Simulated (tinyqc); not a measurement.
Random telegraph noise from one oxide trap in a small MOSFET: one step of the calculation.

An acceptor-like trap exchanges electrons with the channel. Inversion charge Q = Cox u, u = n Vt W0(exp((Vg - VT)/(n Vt))), W0 the Lambert function, n = nf, Cox = eps0 eox/tox; linear regime Id = (W/L) mu Q Vd. Relative to threshold the surface potential rises by Vt ln(u/u0) and the oxide voltage by the rest of Vg - VT, with u0 = n Vt W0(1).

Problem. Trap level, time constants and occupancy. N = Cox u/q; dpsi = Vt ln(u/u0); E = E0 - dpsi - (xt/tox)(Vg - VT - dpsi); capture time tc = 1/[(N/zi) vth s0 exp(-xt/lt - EB/Vt)]; emission time te = tc exp(-E/Vt); occupancy te/(tc + te).

Parameters, values chosen for the exercise; values of the order met in silicon transistors: temperature T = 300 K; relative permittivity of the gate insulator (close to zirconium oxide) eox = 24.4; insulator thickness tox = 5.4 nm; depth of the trap from the channel interface xt = 1.1 nm; trap level above the channel Fermi level at threshold E0 = 0.08 eV; capture prefactor s0 = 5e-16 cm^2; capture barrier (lattice relaxation) EB = 0.54 eV; tunnelling decay length lt = 0.12 nm; thermal velocity vth = 1.5e7 cm/s; thickness of the inversion layer zi = 2.6 nm; threshold voltage VT = 0.55 V; body factor nf = 1.34; gate voltage Vg = 0.74 V.

Constants: q = 1.602176634e-19 C, kB = 1.380649e-23 J/K, Vt = kB T/q, eps0 = 8.8541878128e-14 F/cm where lengths are in cm. Results are converted to the units shown.

Find: u; N; dpsi; E; tc; te; occupancy.

Solution.

u = 0.14130 V
N = 3.5284e12 cm^-2
dpsi = 0.051005 V
E = 6.8104e-4 eV
tc = 110.91 s
te = 108.03 s
occupancy = 0.49341

The trap lies 0.026 Vt above the Fermi level, so it is filled 49.3 % of the time.

Range of the model: VT is taken as given; short-channel effects and the uneven flow of current among few electrons are left out.

Computed by the program tinyqc: `OMP_NUM_THREADS=1 python tinyqc.py 2710148 2710149 out.jsonl`, one thread of a shared Intel Xeon 2.30GHz, about 0.01 s for the whole run.
